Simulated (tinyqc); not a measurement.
Comparisons within one model: armchair graphene nanoribbon in tight binding. A value that a table varies takes the place of the one given here.

An armchair ribbon of N dimer lines, width (N - 1) sqrt3 acc/2, period 3 acc, one pz orbital a site. In line n, A_n binds to B_n with -t exp(ik/3), times (1 + d) in the two edge lines, and to B_(n-1) and B_(n+1) with -t exp(-ik/6); k runs from -pi to pi. For d = 0 the modes across the ribbon are sin(n p pi/(N + 1)), p = 1 to N, with E = -/+ t sqrt(1 + 4 c^2 + 4 c cos(k/2)), c = cos(p pi/(N + 1)).

Constants: hbar^2/2m0 = 3.80998211 eV angstrom^2.

Inputs chosen for the exercise (near those used for graphene; the results hold for these values, not for the real material):
- t = 2.74 eV (hopping)
- acc = 1.42 angstrom (bond length)
- N0 = 5 (first width)
- d1 = 0.12 (edge correction)
- N = 4 (dimer lines)
- d = 0.18 (relative strengthening of the edge bonds)
- k = 1.42 (k times the period 3 acc)

## Three families of gaps

Nine widths from N0 on, gaps at k = 0 with d = 0 and d = d1.

Gaps:
```
N,family,width (angstrom),"gap, d = 0 (eV)","gap, d1 (eV)",gap x (N + 1) sqrt3 acc/2 (eV angstrom)
5,3p+2,4.92,0.0000,0.3189,2.35
6,3p,6.15,1.3534,1.1334,9.76
7,3p+1,7.38,1.2858,1.5582,15.33
8,3p+2,8.61,0.0000,0.2105,2.33
9,3p,9.84,0.9621,0.7983,9.82
10,3p+1,11.07,0.9271,1.1176,15.12
11,3p+2,12.30,0.0000,0.1570,2.32
12,3p,13.53,0.7460,0.6160,9.85
13,3p+1,14.76,0.7246,0.8708,14.99
```

Without edge correction the 3p+2 ribbons have no gap and the other two families nearly share one curve. With it the mean of the last column is 15.15 for 3p+1, 9.81 for 3p and 2.33 eV angstrom for 3p+2: the stronger edge bonds raise the gap of 3p+1, lower that of 3p and open one in 3p+2. Within a family the gap falls about as 1/width. One-electron gaps of this kind leave out the self-energy and exciton terms, which are large in narrow ribbons.

## Mass and gap go together

Nine widths from N0 on. Lowest conduction band for d = d1: m/m0 = c q^2/(E(q) - E(0)) with q = h/(3 acc), h = 0.001, c = hbar^2/2m0. Dirac rule: m = Eg/(2 v^2), that is m/m0 = c Eg/(hbar v)^2 with hbar v = 3 t acc/2.

Masses:
```
N,gap (eV),mass (m0),Dirac rule (m0)
5,0.3189,0.0338,0.0357
6,1.1334,0.0981,0.1268
7,1.5582,0.2176,0.1743
8,0.2105,0.0227,0.0235
9,0.7983,0.0740,0.0893
10,1.1176,0.1458,0.1250
11,0.1570,0.0171,0.0176
12,0.6160,0.0594,0.0689
13,0.8708,0.1096,0.0974
```

The ratio of mass to the Dirac rule runs from 0.77 (N = 6) to 1.25 (N = 7). Its mean is 0.82 for N = 3p, 1.18 for 3p+1 and 0.96 for 3p+2: the lowest modes of 3p and 3p+1 lie on opposite sides of the Dirac point, where the velocity along the ribbon differs. The largest gap (N = 7) and the heaviest mass (N = 7) belong to one ribbon.

## What each parameter does

Gap at k = 0, lowest positive level at k, and highest level at k = 0. Each row changes one parameter from the base and keeps the others.

Results:
```
case,gap (eV),lowest level at k (eV),top of the band (eV)
base,2.7905,2.1121,7.3180
t = 2.877 eV,2.9300,2.2177,7.6839
N = 5,0.4711,1.9895,7.5748
d = 0.23,2.9781,2.1908,7.3612
k = 1.136,2.7905,1.8924,7.3180
```

The largest shifts from the base row, up to three for each result and ties (the steps differ in size, so this ranks the rows, not the parameters). gap (eV): N -2.3194, d +0.1876, t +0.1395; unchanged at the printed digits by k. lowest level at k (eV): k -0.2198, N -0.1226, t +0.1056. top of the band (eV): t +0.3659, N +0.2569, d +0.0432; unchanged at the printed digits by k.

(tinyqc, `OMP_NUM_THREADS=1 python tinyqc.py 1451889 1451890 out.jsonl`, Intel(R) Xeon(R) Processor @ 2.30GHz, 1 thread, shared host, about 0.02 s.)
